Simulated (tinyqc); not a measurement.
Ballistic conductance of a hard-wall strip of a two-dimensional electron gas by counting modes: conductance against Fermi energy.

Subband edges E_n = C (n pi/W)^2/m, n = 1, 2, ...; C = hbar^2/(2 m0). Every mode transmits fully; spin gives the factor 2 in 2 q^2/h, valleys the factor gv.

G = (2 q^2/h) gv M; at zero temperature M counts the edges below Ef, at T it is the sum of degeneracy times f. The smooth (Sharvin) count is kF W/pi, kF = sqrt(m Ef/C), and with the boundary term kF W/pi - 1/2. f = 1/(1 + exp((E_n - Ef)/Vt)).

Parameters, values chosen for the exercise:

| symbol | value | unit | meaning |
|---|---|---|---|
| T | 4 | K | temperature |
| m | 0.022 | m0 | mass |
| gv | 2 |  | valleys |
| W | 110 | nm | width |

Constants: q = 1.602176634e-19 C, kB = 1.380649e-23 J/K, hbar = 1.054571817e-34 J s, h = 6.62607015e-34 J s, m0 = 9.1093837015e-31 kg, Vt = kB T/q, hbar^2/(2 m0) = 0.0380998212 eV nm^2. Results are converted to the units shown.

Conductance against Fermi energy:

| Ef (eV) | M at T = 0 | M at T | smooth count | with boundary term | G (uS) |
|---|---|---|---|---|---|
| 0.025 | 4 | 3.999 | 4.207 | 3.707 | 619.7 |
| 0.043 | 5 | 5.000 | 5.517 | 5.017 | 774.8 |
| 0.061 | 6 | 6.000 | 6.571 | 6.071 | 929.8 |
| 0.079 | 7 | 7.000 | 7.478 | 6.978 | 1085 |
| 0.097 | 8 | 8.000 | 8.287 | 7.787 | 1240 |
| 0.115 | 9 | 8.843 | 9.023 | 8.523 | 1370 |
| 0.133 | 9 | 9.000 | 9.703 | 9.203 | 1395 |
| 0.15 | 10 | 10.00 | 10.30 | 9.805 | 1550 |
| 0.168 | 10 | 10.00 | 10.91 | 10.41 | 1550 |
| 0.186 | 11 | 11.00 | 11.47 | 10.97 | 1705 |
| 0.204 | 12 | 11.85 | 12.02 | 11.52 | 1836 |

The integer count climbs from 4 to 12; the smooth count goes as Ef^(0.50). In the last row M at T is 1.4 % below the smooth count and 2.9 % above the count with the boundary term: hard walls push the wave away from the edge and cost modes. The largest gap between M at T and the integer count is 0.16.

Numbers from tinyqc (`OMP_NUM_THREADS=1 python tinyqc.py 2740119 2740120 out.jsonl`; about 0.07 s on one thread of a shared Intel Xeon 2.30GHz).
